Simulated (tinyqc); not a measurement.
Site energy and hopping from one surface Green function.

Problem. A semi-infinite chain with site energy e0 and hopping -t has g_s = 1/(E - e0 - t^2 g_s). Inside the band |g_s| = 1/t and Re g_s = (E - e0)/(2 t^2). Find t and e0.

g_s at E = 0 eV = -0.16000000-0.98711701i 1/eV

Answer. t = 1/|g_s|, and e0 = E - 2 t^2 Re g_s.

t = 1.00 eV
e0 = 0.320 eV

tinyqc, about 0.04 s, one thread, Intel Xeon 2.30GHz (shared host): `OMP_NUM_THREADS=1 python tinyqc.py 2680031 2680032 out.jsonl`
